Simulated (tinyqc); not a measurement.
Abrupt p-n junction, non-linear Poisson equation by Newton steps: capacitance and field against bias.

One dimension, p side on the left, n side on the right; net doping C = -Na for x < 0 and +Nd for x > 0. The potential psi is counted from the intrinsic level, and the quasi-Fermi potentials are flat: 0 for holes and -V for electrons, so n = ni exp((psi + V)/Vt) and p = ni exp(-psi/Vt) (Boltzmann statistics, full ionisation, no current). Under reverse bias this makes the minority densities vanishingly small everywhere; they play no part in the charge.

The Poisson equation d/dx(eps0 eps_r dpsi/dx) = -q (p - n + C) is solved on a mesh of more than 1000 nodes that ends in neutral material (psi_p = -Vt ln(Na/ni), psi_n = Vt ln(Nd/ni) - V). C_j = q d/dV of the integral of p over x, from the linearised equation. ni = sqrt(Nc Nv) exp(-Eg/(2 Vt)), Eg in volts. Depletion approximation: Vbi = Vt ln(Na Nd/ni^2), W = sqrt(2 eps0 eps_r (Vbi - V)(1/Na + 1/Nd)/q), xp = W Nd/(Na + Nd), xn = W Na/(Na + Nd), peak field 2 (Vbi - V)/W, capacitance eps0 eps_r/W. The last column applies it to an abrupt Na-Nd junction.

Inputs (values chosen for the exercise); band and dielectric values those of a made-up semiconductor: temperature T = 350 K; band gap Eg = 3.22 eV; relative permittivity eps_r = 9.14; conduction-band density of states at T Nc = 1.83e19 cm^-3; valence-band density of states at T Nv = 3.57e19 cm^-3; acceptor density of the p side Na = 4.4e16 cm^-3; donor density of the n side Nd = 9.4e17 cm^-3.

Constants: q = 1.602176634e-19 C, kB = 1.380649e-23 J/K, Vt = kB T/q, eps0 = 8.8541878128e-14 F/cm where lengths are in cm. Results are converted to the units shown.

Capacitance and field against bias:

| V (V) | peak \|E\| (kV/cm) | C_j (nF/cm^2) | 1/C_j^2 (cm^4/uF^2) | eps0 eps_r/C_j (nm) | abrupt depletion C (nF/cm^2) |
|---|---|---|---|---|---|
| 0.44 | 201.3 | 33.50 | 890.9 | 241.6 | 33.09 |
| -0.86 | 249.1 | 27.04 | 1368 | 299.3 | 26.82 |
| -2.17 | 289.6 | 23.26 | 1849 | 348.0 | 23.12 |
| -3.48 | 325.0 | 20.72 | 2330 | 390.6 | 20.62 |
| -4.78 | 356.8 | 18.88 | 2807 | 428.7 | 18.80 |
| -6.08 | 385.9 | 17.45 | 3284 | 463.7 | 17.39 |
| -7.39 | 413.2 | 16.30 | 3765 | 496.5 | 16.25 |
| -8.7 | 438.8 | 15.35 | 4245 | 527.3 | 15.31 |
| -10 | 462.8 | 14.55 | 4722 | 556.1 | 14.52 |

With V going from 0.44 to -10 V, C_j falls from 33.5 to 14.6 nF/cm^2 and the peak field rises from 201 to 463 kV/cm. The slope of 1/C_j^2, read as N = 2/(q eps0 eps_r |slope|), gives 4.20e16 cm^-3 between the first two rows and 4.20e16 cm^-3 between the last two, against Na Nd/(Na + Nd) = 4.20e16 cm^-3; the slopes of all rows agree within 0.03 %, as for uniform doping at both edges. At the end C_j goes as (Vbi - V)^(-0.50) with Vbi = 2.93 V, and it is 0.23 % above the abrupt depletion formula (at the first row 1.2 % above it).

Numbers from tinyqc (`OMP_NUM_THREADS=1 python tinyqc.py 2000029 2000030 out.jsonl`; about 0.02 s on one thread of a shared Intel Xeon 2.30GHz).
